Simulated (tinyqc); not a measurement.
# Inputs raised by 10 %, one at a time

Model: surface photovoltage measurement of the minority-carrier diffusion length in a wafer. Computed by tinyqc, a small Python program. Command: `OMP_NUM_THREADS=1 python tinyqc.py 3130244 3130245 out.jsonl spv sens`. One thread of a shared host (Intel(R) Xeon(R) Processor @ 2.30GHz), about 0.03 s of CPU time with the checks.

Low injection, steady light, a depletion layer much thinner than 1/alpha and L. The excess density dn is taken at the front edge of the neutral region; light that reaches the back is lost.

Inputs (values chosen for the exercise, modelled on p-type silicon at room temperature):
```
quantity                                              value               unit
diffusion length L                                       47         micrometre
wafer thickness W                                       300         micrometre
diffusivity D                                          30.4             cm^2/s
front recombination velocity S_f                      45000               cm/s
back recombination velocity S_b                         180               cm/s
photon flux entering                                4.1e+12         1/(cm^2 s)
minority density at the surface barrier scale n_0   1.4e+10             1/cm^3
temperature T                                           298                  K
wavelength                                              894                 nm
relative noise of each reading                            1                  %
diffusion length after pair splitting over L           0.89                  -
iron factor C                                      1.08e+16  micrometre^2/cm^3
```

normal deviates g for the noise: 1.14  -1.87  1.00  -0.35  1.38  0.88  -1.74

Constants: k_B = 8.617333262e-05 eV/K.

Method:
- alpha = (84.732/lambda - 76.417)^2 per cm with lambda in micrometre (an empirical fit for silicon between 0.7 and 1.05 micrometre).
- Thick wafer: dn = Phi L/((S_f + D/L)(L + 1/alpha)). Finite wafer, with s = S_b L/D, w = W/L, a = alpha L: dn = [Phi a/(a^2 - 1)] [a - B - exp(-alpha W)(a - s)/(cosh w + s sinh w)]/(S_f + B D/L), B = (sinh w + s cosh w)/(cosh w + s sinh w).
- Photovoltage V = (k_B T/e) ln(1 + dn/n_0). Lifetime = L^2/D.
- Readings y = (Phi/dn) (1 + noise x g) at 780, 830, 880, 920, 950, 975 and 995 nm; a least-squares line y = c (1/alpha + L_app) gives L_app = intercept/slope.
- Splitting iron-boron pairs in boron-doped silicon shortens L; with nothing else changing, [Fe] = C (1/L_after^2 - 1/L^2). It is evaluated with the true lengths and with the apparent ones (without noise), which differ when the wafer is not thick against L.

Runs; columns: (1) input moved; (2) from; (3) to; (4) dn, finite wafer (1/cm^3); (5) apparent length L_app (micrometre); (6) photovoltage V (mV); (7) [Fe] from the apparent lengths (1/cm^3):
```
(1)                                          (2)       (3)         (4)     (5)       (6)         (7)
base run                                       -         -  4.8840e+07  48.526  0.089429  1.2849e+12
diffusion length L (micrometre)               47      51.7  5.1206e+07  53.363  0.093754  1.0631e+12
wafer thickness W (micrometre)               300       330  4.8840e+07  48.516  0.089429  1.2840e+12
diffusivity D (cm^2/s)                      30.4     33.44  4.8234e+07  48.526  0.088321  1.2849e+12
front recombination velocity S_f (cm/s)    45000     49500  4.4913e+07  48.526  0.082250  1.2849e+12
back recombination velocity S_b (cm/s)       180       198  4.8840e+07  48.525  0.089429  1.2849e+12
photon flux entering (1/(cm^2 s))        4.1e+12  4.51e+12  5.3724e+07  48.526  0.098355  1.2849e+12
wavelength (nm)                              894     983.4  2.4588e+07  48.526  0.045060  1.2849e+12
```

Exponents ln(y'/y) / ln(x'/x):
```
input                             dn, finite wafer  apparent length L_app  photovoltage V  [Fe] from the apparent lengths
diffusion length L                           0.496                  0.997           0.496                          -1.988
wafer thickness W                            0.000                 -0.002           0.000                          -0.007
diffusivity D                               -0.131                  0.000          -0.131                           0.000
front recombination velocity S_f            -0.879                  0.000          -0.878                           0.000
back recombination velocity S_b              0.000                  0.000           0.000                           0.000
photon flux entering                         1.000                  0.000           0.998                           0.000
wavelength                                  -7.201                  0.000          -7.192                           0.000
```

Which inputs matter most for each result?

Among the inputs moved here: dn, finite wafer answers most in size to wavelength (exponent -7.201), next to photon flux entering (+1.000); its exponent is below 0.0005 for wafer thickness W, back recombination velocity S_b. Apparent length L_app answers most in size to diffusion length L (exponent +0.997); its exponent is below 0.0005 for diffusivity D, front recombination velocity S_f, back recombination velocity S_b, photon flux entering, wavelength. Its exponent 0.000 in front recombination velocity S_f: S_f scales all readings alike. Photovoltage V answers most in size to wavelength (exponent -7.192), next to photon flux entering (+0.998); its exponent is below 0.0005 for wafer thickness W, back recombination velocity S_b. Its exponent +0.998 in photon flux entering: the linear range. [Fe] from the apparent lengths answers most in size to diffusion length L (exponent -1.988), next to wafer thickness W (-0.007); its exponent is below 0.0005 for diffusivity D, front recombination velocity S_f, back recombination velocity S_b, photon flux entering, wavelength.
